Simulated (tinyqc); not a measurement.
From a target wavelength to the width: optical transitions of a finite quantum well. Four cases, with inputs chosen for the exercise.

Problem. Which width puts the e1-hh1 edge, hc/(Eg + e1 + hh1), at the wavelength below?

Each carrier sees a square well of width L with its own depth V and masses m (inside), mb (outside); c = hbar^2/2m0, k = sqrt(m E/c), kappa = sqrt(mb (V - E)/c), and level n solves k L + 2 atan[(k/m)/(kappa/mb)] = n pi. The envelope is cos(kz) for odd n and sin(kz) for even n inside, joins exp(-kappa (|z| - L/2)) outside, and is normalised to 1. Excitons and band mixing are left out.

Constants: hbar^2/2m0 = 3.80998211 eV angstrom^2; hc = 1239.841984 eV nm.

Find: e1 + hh1 needed; L; e1; hh1.

Method. Both confinement energies fall steadily with L, so their sum meets the target once; bisection in L finds it.

Case 1.

Values chosen (near those of a GaAs well in AlGaAs; not measured data): Eg = 1.529 eV (gap of the well); Vc = 0.186 eV (conduction offset); Vv = 0.101 eV (valence offset); me = 0.067 m0 (electron, well); meb = 0.0861 m0 (electron, barrier); mh = 0.358 m0 (heavy hole along z, well); mhb = 0.403 m0 (heavy hole, barrier).

edge wavelength = 785.372 nm

Solution.

e1 + hh1 needed = 49.7 meV
L = 79.0 angstrom
e1 = 39.4 meV
hh1 = 10.3 meV

Case 2.

Values chosen (near those of an InGaAs well in InAlAs; not measured data): Eg = 0.825 eV (gap of the well); Vc = 0.541 eV (conduction offset); Vv = 0.222 eV (valence offset); me = 0.0414 m0 (electron, well); meb = 0.0745 m0 (electron, barrier); mh = 0.38 m0 (heavy hole along z, well); mhb = 0.394 m0 (heavy hole, barrier).

edge wavelength = 1408.671 nm

Solution.

e1 + hh1 needed = 55.1 meV
L = 103.0 angstrom
e1 = 47.9 meV
hh1 = 7.3 meV

Case 3.

Values chosen (near those of a GaAs well in AlGaAs; not measured data): Eg = 1.52 eV (gap of the well); Vc = 0.194 eV (conduction offset); Vv = 0.101 eV (valence offset); me = 0.0655 m0 (electron, well); meb = 0.0869 m0 (electron, barrier); mh = 0.365 m0 (heavy hole along z, well); mhb = 0.383 m0 (heavy hole, barrier).

edge wavelength = 794.024 nm

Solution.

e1 + hh1 needed = 41.5 meV
L = 91.0 angstrom
e1 = 33.3 meV
hh1 = 8.2 meV

Case 4.

Values chosen (near those of an InGaAs well in InAlAs; not measured data): Eg = 0.813 eV (gap of the well); Vc = 0.513 eV (conduction offset); Vv = 0.209 eV (valence offset); me = 0.0418 m0 (electron, well); meb = 0.0758 m0 (electron, barrier); mh = 0.367 m0 (heavy hole along z, well); mhb = 0.424 m0 (heavy hole, barrier).

edge wavelength = 1438.400 nm

Solution.

e1 + hh1 needed = 49.0 meV
L = 110.0 angstrom
e1 = 42.4 meV
hh1 = 6.5 meV

Computed by tinyqc, one run a case: `OMP_NUM_THREADS=1 python tinyqc.py N N+1 out.jsonl` with N = 1280002, 1280005, 1280082, 1280127; one thread of a shared Intel(R) Xeon(R) Processor @ 2.30GHz, about 0.1 s a run at most.
